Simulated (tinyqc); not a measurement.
Two-band tight binding of a puckered layer: sweeps and comparisons. A value that a table varies takes the place of the one given here.

With X = kx ax/2 and Y = ky ay/2: h = t2 + 2 cos(Y) (t1 exp(iX) + t3 exp(-iX)) + t5 exp(2iX), d = 4 t4 cos(X) cos(Y), H = [[d, h], [h*, d]], E = d -/+ |h|.

Constants: hbar^2/2m0 = 3.80998211 eV angstrom^2.

Parameters, chosen for this exercise (near a published set for monolayer black phosphorus; shifted at random, so the results belong to these values and not to a real crystal): ax = 4.5 angstrom (period along x (armchair)); ay = 3.34 angstrom (period along y (zigzag)); t1 = -1.206 eV (along the zigzag); t2 = 3.669 eV (across the pucker); t3 = -0.193 eV (second in the sheet); t4 = -0.102 eV (same sublattice); t5 = -0.052 eV (far across).

## Mass and optical strength against direction

masses (m0):
```
                x        y
electron  0.16811  0.85223
hole      0.18497  1.14320
```

chi = -4.79250 eV angstrom

Angle from x. 1/m(theta) = cos^2/mx + sin^2/my. Near Gamma only x-polarised light couples the bands, with strength chi^2 cos^2(theta), chi = ax (t1 - t3 + t5) = d Im(h)/dkx; the positions of the atoms inside the cell, which would change this dipole but not the masses, are left out. The last column is the transition energy at |k| = 0.1 1/angstrom from the full bands, less the gap.

Against angle:
```
theta (deg)  m_e (m0)  m_h (m0)  strength (eV^2 angstrom^2)  rise of the transition (eV)
0               0.168     0.185                       22.97                       0.3876
15              0.178     0.196                       21.43                       0.3681
30              0.210     0.234                       17.23                       0.3140
45              0.281     0.318                       11.48                       0.2381
60              0.422     0.498                        5.74                       0.1595
75              0.670     0.849                        1.54                       0.1000
85              0.827     1.100                        0.17                       0.0804
90              0.852     1.143                        0.00                       0.0779
```

The light-mass direction rules: at 45 degrees the electron mass is still 0.281, 1.67 times the value along x, against 5.1 times at 90 degrees. At |k| = 0.1 the transition has risen 5.0 times as much along x as along y.

## Closing the gap

t2 is lowered; h0 = t2 + 2 t1 + 2 t3 + t5, c = hbar^2/2m0. For h0 > 0 the gap is 2 h0 at Gamma. For h0 < 0 the bands touch at kx = 0, cos(Y) = -(t2 + t5)/(2 (t1 + t3)).

Against t2:
```
t2 (eV)  h0 (eV)  gap (eV)  electron mass along x (m0)  ky of the nodes (1/angstrom)
3.8        0.950     1.900                      0.1838                             -
3.6        0.750     1.500                      0.1591                             -
3.4        0.550     1.100                      0.1291                             -
3.2        0.350     0.700                      0.0919                             -
3.0        0.150     0.300                      0.0447                             -
2.8       -0.050     0.000                           -                        0.1134
2.6       -0.250     0.000                           -                        0.2551
2.4       -0.450     0.000                           -                        0.3443
```

The gap closes at t2 = 2.850 eV. On the way the mass along x falls with the gap and tends to 2 c h0/chi^2 as it closes, while that along y stays. Beyond it two Dirac nodes move apart along the zigzag direction, to ky = +/-0.344 1/angstrom in the last row. The mass formula is c/(ex + gx + chi^2/(2 h0)) with chi = ax (t1 - t3 + t5), gx = -ax^2 ((t1 + t3)/4 + t5/2), ex = -t4 ax^2/2.

## What each parameter does

Gap at Gamma and masses m/m0 = c q^2/|E(q) - E(0)| with q = 0.001 1/angstrom, c = hbar^2/2m0. Each row changes one parameter from the base and keeps the others.

Results:
```
case                 gap (eV)   m_e x   m_h x  m_e y  m_h y
base                   1.6380  0.1681  0.1850  0.852  1.143
t1 = -1.176 eV         1.7580  0.1829  0.2031  0.868  1.173
t2 = 3.699 eV          1.6980  0.1719  0.1895  0.852  1.143
t3 = -0.163 eV         1.7580  0.1708  0.1883  0.868  1.173
t4 = -0.072 eV         1.6380  0.1704  0.1823  0.885  1.089
t5 = -0.022 eV         1.6980  0.1805  0.2000  0.852  1.143
ax = 4.635 angstrom    1.6380  0.1585  0.1744  0.852  1.143
```

The largest shifts from the base row, up to three for each result and ties (the steps differ in size, so this ranks the rows, not the parameters). gap (eV): t1 +0.1200, t3 +0.1200, t5 +0.0600, t2 +0.0600; unchanged at the printed digits by t4 and ax. m_e x: t1 +0.0148, t5 +0.0123, ax -0.0097. m_h x: t1 +0.0181, t5 +0.0151, ax -0.0106. m_e y: t4 +0.033, t1 +0.016, t3 +0.016; unchanged at the printed digits by t2, t5 and ax. m_h y: t4 -0.055, t1 +0.029, t3 +0.029; unchanged at the printed digits by t2, t5 and ax.

(tinyqc, `OMP_NUM_THREADS=1 python tinyqc.py 1450069 1450070 out.jsonl`, Intel(R) Xeon(R) Processor @ 2.30GHz, 1 thread, shared host, about 0.01 s.)
